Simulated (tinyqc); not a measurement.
# Permittivity and interface capacitance from two thicknesses

Question. 1/C = t/(eps0 ek) + 2/ci for planar capacitors that differ only in thickness. Find ek, ci and the EOT of the interfaces, 2 x 3.9 eps0/ci.

Constants: eps0 = 8.8541878128e-14 F/cm where lengths are in cm. Results are converted to the units shown.

C at t = 5.8 and 17 nm (uF/cm^2): 22.314356  7.8437588

Answer. 1/C is a straight line in t: the slope gives ek and the intercept 2/ci. A single thickness would give only the effective permittivity; when the interfaces are a small part of 1/C, ci needs very accurate data.

ek = 153
ci = 1.00e3 uF/cm^2
EOT of the interfaces = 0.00691 nm

Numbers from tinyqc (`OMP_NUM_THREADS=1 python tinyqc.py 2102198 2102199 out.jsonl`; about 0.01 s on one thread of a shared Intel Xeon 2.30GHz).
